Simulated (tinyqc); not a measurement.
# Interface traps from C-V curves, high-low and Terman methods, step by step

Numbers from tinyqc (`OMP_NUM_THREADS=1 python tinyqc.py 2030022 2030023 out.jsonl`; about 0.01 s on one thread of a shared Intel Xeon 2.30GHz). Printed values are rounded.

MOS capacitor on an n-type substrate; psi is the band bending, negative in depletion; only majority carriers are counted. At the bending psi the Fermi level lies y = xi - psi below the conduction edge at the surface, xi = Vt ln(Nc/Nd). Dit(y) = D0 + D1 exp(-y/E1); traps fill up to the Fermi level, follow the bias and a slow signal, and do not follow a fast one. V is the gate voltage from flat band.

Values chosen for this exercise; band and dielectric values those of a made-up semiconductor: temperature T = 250 K; relative permittivity eps_r = 9.3; conduction-band density of states at T Nc = 1.86e19 cm^-3; donor density Nd = 3.7e15 cm^-3; equivalent oxide thickness EOT = 15 nm; trap density far from the band edge D0 = 1.2e11 cm^-2 eV^-1; band-tail density at the conduction edge D1 = 3.8e12 cm^-2 eV^-1; decay energy of the tail E1 = 0.05 eV; points n = 9; deepest band bending pa = -0.53 V; shallowest band bending pb = -0.032 V.

Constants: q = 1.602176634e-19 C, kB = 1.380649e-23 J/K, Vt = kB T/q, eps0 = 8.8541878128e-14 F/cm where lengths are in cm. Results are converted to the units shown.

Range of the model: Traps more than about 25 kB T below the conduction edge emit electrons too slowly to follow an ordinary sweep, so the deepest points are idealised.

## The curves

Cox = 3.9 eps0/EOT, LD = sqrt(eps0 eps_r Vt/(q Nd)), u = psi/Vt, Cd = (eps0 eps_r/(sqrt(2) LD)) |exp(u) - 1|/sqrt(exp(u) - u - 1). Ideal V0 = psi - sqrt(2) (eps0 eps_r Vt/LD) sqrt(exp(u) - u - 1)/Cox for psi < 0; the traps add dV = (q/Cox) times the integral of Dit from 0 to psi = (q/Cox) [D0 psi + D1 E1 exp(-xi/E1) (exp(psi/E1) - 1)]. 1/C_HF = 1/Cox + 1/Cd, 1/C_LF = 1/Cox + 1/(Cd + q Dit). Take n equally spaced psi from pa to pb.

```
point     psi (V)     y (eV)  Dit (cm^-2 eV^-1)      V0 (V)       V (V)  C_HF (nF/cm^2)  C_LF (nF/cm^2)
0      -0.5300000  0.7136049        1.200024e11  -0.6267814  -0.6744065        20.00542        34.89968
1      -0.4677500  0.6513549        1.200084e11  -0.5584136  -0.6008397        21.23085        35.95872
2      -0.4055000  0.5891049        1.200290e11  -0.4896019  -0.5268284        22.72378        37.25161
3      -0.3432500  0.5268549        1.201008e11  -0.4202330  -0.4522581        24.60058        38.88376
4      -0.2810000  0.4646049        1.203502e11  -0.3501349  -0.3769525        27.06484        41.04629
5      -0.2187500  0.4023549        1.212161e11  -0.2790235  -0.3006121        30.51546        44.13247
6      -0.1565000  0.3401049        1.242235e11  -0.2063639  -0.2226490        35.87262        49.09120
7      -0.0942500  0.2778549        1.346679e11  -0.1309157  -0.1416385        45.75384        58.63823
8      -0.0320000  0.2156049        1.709405e11  -0.0488073  -0.0530690        68.53893        81.00477
```

Cox = 230.2089 nF/cm^2

At the deepest bending the traps stretch the gate voltage from -0.627 to -0.674 V.

## High-low extraction

q Dit = (1/C_LF - 1/Cox)^(-1) - (1/C_HF - 1/Cox)^(-1) at each point.

Dit by high-low, point 0 to 8 (cm^-2 eV^-1): [1.200024e11, 1.200084e11, 1.200290e11, 1.201008e11, 1.203502e11, 1.212161e11, 1.242235e11, 1.346679e11, 1.709405e11]

With a true high-frequency curve this returns Dit exactly.

## Terman extraction

psi at each point follows from C_HF and the ideal curve. Dit = (Cox/q) d(V - V0)/dpsi by central differences over the two neighbours.

Dit by Terman, point 1 to 7 (cm^-2 eV^-1): [1.200107e11, 1.200371e11, 1.201290e11, 1.204479e11, 1.215555e11, 1.254023e11, 1.387619e11]

The differences overstate the curved tail; the largest error is 3.0 %, at point 7.
